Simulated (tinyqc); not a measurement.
Equilibrium and kinetic segregation of a solute to boundaries and growing surfaces: one step, computed by the program tinyqc.

Problem. Depletion of small grains. With theta the solute fraction on boundary sites and x that in the grains, theta/(1 - theta) = [x/(1 - x)] exp[(Q + z w theta)/(k_B T)]. Finite grains: boundary sites are the fraction f = 3 delta/d, and x0 = (1 - f) x + f theta; solve both equations for theta; share at boundaries = f theta/x0.

Inputs (values chosen for the exercise, modelled on arsenic in polycrystalline silicon): segregation energy Q = 0.426 eV; interaction z w (positive attracts) = 0.085 eV; total solute fraction x0 = 0.00023; temperature T = 875 K; grain size d = 590 nm; boundary thickness delta = 0.4 nm.

Isotherm: Fowler-Guggenheim.

Constants: k_B = 8.617333262e-05 eV/K.

Give: site fraction f; coverage theta; fraction x left in the grains; share of solute at boundaries; enrichment theta/x.

Solution.

site fraction f = 0.002034

coverage theta = 0.04160

fraction x left in the grains = 1.457e-04

share of solute at boundaries = 36.78 %

enrichment theta/x = 285.5
